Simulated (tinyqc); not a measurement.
Threshold-voltage variability of a planar MOSFET, analytic estimates: one step of the calculation.

Three independent sources add in quadrature: random dopants in the depleted layer, metal-gate grains of two orientations, and roughness of the two gate edges acting through the roll-off VT = VT(long) - Vr exp(-L/l). These are first-order estimates: no three-dimensional electrostatics, no percolation.

Question. Random dopants. ni = sqrt(Nc Nv) exp(-Eg/(2 Vt)), Eg in volts; Cox = 3.9 eps0/ti; Wd = sqrt(4 eps0 eps_r Vt ln(Na/ni)/(q Na)); dopants: s1 = (q/Cox) sqrt(Na Wd/(3 L W)). The slope A1 = s1 sqrt(L W); mean number of dopants Na L W Wd.

Inputs (values chosen for the exercise); material values close to those of silicon: temperature T = 293 K; band gap Eg = 1.14 eV; relative permittivity of the semiconductor eps_r = 11.8; conduction-band density of states at T Nc = 2.7e19 cm^-3; valence-band density of states at T Nv = 2.52e19 cm^-3; channel doping Na = 5.8e17 cm^-3; oxide-equivalent thickness in inversion ti = 1.2 nm; gate length L = 25 nm; gate width W = 110 nm.

Constants: q = 1.602176634e-19 C, kB = 1.380649e-23 J/K, Vt = kB T/q, eps0 = 8.8541878128e-14 F/cm where lengths are in cm. Results are converted to the units shown.

Give: Cox; Wd; mean number of dopants; A1; s1.

Answer.

Cox = 2.878 uF/cm^2
Wd = 46.17 nm
mean number of dopants = 73.63
A1 = 0.5260 mV um
s1 = 10.03 mV

Counting alone, 1/sqrt(N) of the depletion voltage q Na Wd/Cox = 149 mV, would give sqrt(3) times more: dopants deep in the layer act less on the surface.

Numbers from tinyqc (`OMP_NUM_THREADS=1 python tinyqc.py 2090088 2090089 out.jsonl`; about 0.01 s on one thread of a shared Intel Xeon 2.30GHz).
